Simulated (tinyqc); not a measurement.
Read current of a NAND string, cells in series solved by shooting: one step of the calculation.

Cells in series, numbered from 0 at the source line (0 V) to the bit line, each followed by a gap resistance Rg. A cell with gate Vg, threshold VT, source Vs and drain Vd passes I = 2 nf K Vt^2 [F(Vs) - F(Vd)]/(1 + th max(Vg - VT, 0)), F(V) = ln^2(1 + exp((Vg - VT - nf V)/(2 nf Vt))). The selected cell has Vg = Vr, the others Vg = Vp.

Problem. Node voltages for a trial current. For a trial current I start at 0 V and, cell by cell (the selected one is cell 4), solve for the drain: sqrt(F(Vd)) = sqrt(F(Vs) - I/k), k = 2 nf K Vt^2/(1 + th max(Vg - VT, 0)), Vd = [Vg - VT - 2 nf Vt ln(exp(sqrt F) - 1)]/nf, then add I Rg.

Values chosen for this exercise; values of the order met in vertical NAND strings:
- T = 300 K (temperature)
- K = 20 uA/V^2 (gain factor of a cell)
- nf = 1.7 (slope factor)
- th = 0.07 1/V (mobility reduction factor)
- Rg = 1.2 kohm (resistance of the gap between cells)
- Vbl = 0.3 V (bit-line voltage)
- Vp = 7.9 V (pass voltage)
- Vr = 4.02 V (read voltage on the selected word line)

Constants: q = 1.602176634e-19 C, kB = 1.380649e-23 J/K, Vt = kB T/q. Results are converted to the units shown.

first trial current = 2 uA
thresholds from the source end, cell 0 to 4 (V): [3.3, -2.4, 3.3, 3.3, 2.1]

Wanted: node voltage after each cell and gap, trial 1.

Solution.

node voltage after each cell and gap, trial 1, cell 0 to 4 (V): [0.031293, 0.050512, 0.082361, 0.11457, 0.18501]

tinyqc, about 0.9 s, one thread, Intel Xeon 2.30GHz (shared host): `OMP_NUM_THREADS=1 python tinyqc.py 2142115 2142116 out.jsonl`
